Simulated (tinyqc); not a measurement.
## Trap density from two Hall measurements

Question. p-type body, charge-sheet picture, full ionisation (an idealisation for deep acceptors), Boltzmann statistics for free electrons. e = Ec - EF at the surface. psi = Eg - Vt ln(Nv/Na) - e; N_dep = sqrt(2 eps0 eps_r Na (psi - Vt)/q); n_f = sqrt(N_dep^2 + 2 eps0 eps_r Vt Nc exp(-e/Vt)/q) - N_dep; Vg = Vfb + psi + q (N_dep + n_t + n_f)/Cox, Cox = eps0 eox/tox. Find e and n_t at both points and the mean trap density between them.

Parameters, values chosen for the exercise; band and dielectric values close to those of 4H silicon carbide:
```
symbol,value,unit,meaning
T,250,K,temperature
Eg,3.28,eV,band gap
eps_r,9.61,,relative permittivity
Nc,1.29e19,cm^-3,conduction-band density of states at T
Nv,1.86e19,cm^-3,valence-band density of states at T
eox,3.9,,relative permittivity of the insulator
tox,48,nm,insulator thickness
Na,7.8e16,cm^-3,acceptor density
Vfb,-2.92,V,flat-band voltage without trapped charge
```

Constants: q = 1.602176634e-19 C, kB = 1.380649e-23 J/K, Vt = kB T/q, eps0 = 8.8541878128e-14 F/cm where lengths are in cm. Results are converted to the units shown.

Vg (V): 3.5862771  3.9523169
free sheet density from the Hall effect (cm^-2): 8.0113301e7  1.4173663e10

Solution. Each n_f fixes e; what the gate voltage holds beyond psi, N_dep and n_f is trapped; the difference quotient is the density, smeared over a few Vt.

e (eV): 0.202  0.0900
n_t (cm^-2): 3.19e10  1.02e11
mean trap density = 6.30e11 cm^-2 eV^-1

Program tinyqc, `OMP_NUM_THREADS=1 python tinyqc.py 2222076 2222077 out.jsonl`; Intel Xeon 2.30GHz, shared host, one thread, about 0.02 s.
